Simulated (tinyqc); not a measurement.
# Carrier lifetime of a p-type layer with SRH, radiative, Auger and surface recombination: effect of the temperature at dn = 1e15 cm^-3

Uniform excess density dn = dp (no trapping), n = n0 + dn, p = p0 + dn, Boltzmann statistics, full ionisation. Surfaces enter as a rate 2 S dn/d, which holds while diffusion to them is fast.

Nc and Nv are given at 400 K and scale as (T/400 K)^1.5; all else is held fixed. ni = sqrt(Nc Nv) exp(-Eg/(2 Vt)), Eg in volts; majority density N/2 + sqrt(N^2/4 + ni^2), n0 p0 = ni^2; n1 = Nc exp(-Et/Vt), p1 = Nv exp((Et - Eg)/Vt); tn0 = 1/(sn vth Nt), tp0 = 1/(sp vth Nt). With e = n p - ni^2 = dn (n0 + p0 + dn): U_SRH = e/(tp0 (n + n1) + tn0 (p + p1)), U_rad = B e, U_Aug = (Cn n + Cp p) e, U_s = 2 S dn/d. Each tau is dn over its rate; tau = dn/U with U the sum. Here dn = 1e15 cm^-3.

Values chosen for this exercise; band and dielectric values those of a made-up semiconductor:
- Eg = 2.82 eV (band gap)
- Nc = 2.2e19 cm^-3 (conduction-band density of states at the reference temperature)
- Nv = 2.99e19 cm^-3 (valence-band density of states at the reference temperature)
- B = 1.24e-12 cm^3/s (radiative coefficient)
- N = 2e17 cm^-3 (acceptor density)
- Cn = 3.4e-31 cm^6/s (Auger coefficient (two electrons))
- Cp = 7e-32 cm^6/s (Auger coefficient (two holes))
- Nt = 9.5e12 cm^-3 (trap density)
- sn = 1e-17 cm^2 (capture cross-section for electrons)
- sp = 1e-14 cm^2 (capture cross-section for holes)
- vth = 1.6e7 cm/s (thermal velocity (both carriers))
- Et = 2.34 eV (trap level below the conduction band)
- S = 2000 cm/s (surface recombination velocity (both faces))
- d = 5 um (sample thickness)

Constants: q = 1.602176634e-19 C, kB = 1.380649e-23 J/K, Vt = kB T/q. Results are converted to the units shown.

The same in every row: tau_rad (s) = 4.012e-6; tau_Aug (s) = 3.453e-4; tau_s (s) = 1.250e-7.

Effect of the temperature at dn = 1e15 cm^-3:

| T (K) | tau_SRH (s) | tau (s) | radiative share (%) | largest path |
|---|---|---|---|---|
| 200 | 6.579e-4 | 1.212e-7 | 3.020 | surface |
| 240 | 6.579e-4 | 1.212e-7 | 3.020 | surface |
| 280 | 6.579e-4 | 1.212e-7 | 3.020 | surface |
| 320 | 6.579e-4 | 1.212e-7 | 3.020 | surface |
| 360 | 6.579e-4 | 1.212e-7 | 3.020 | surface |
| 400 | 6.580e-4 | 1.212e-7 | 3.020 | surface |
| 440 | 6.583e-4 | 1.212e-7 | 3.020 | surface |
| 480 | 6.591e-4 | 1.212e-7 | 3.020 | surface |

What does the comparison show?

Surface recombination leads at T = 200 and in all other rows. tau_SRH stays near 6.58e-4 s and the total lifetime stays near 1.21e-7 s.

tinyqc, about 0.01 s, one thread, Intel Xeon 2.30GHz (shared host): `OMP_NUM_THREADS=1 python tinyqc.py 2300135 2300136 out.jsonl`
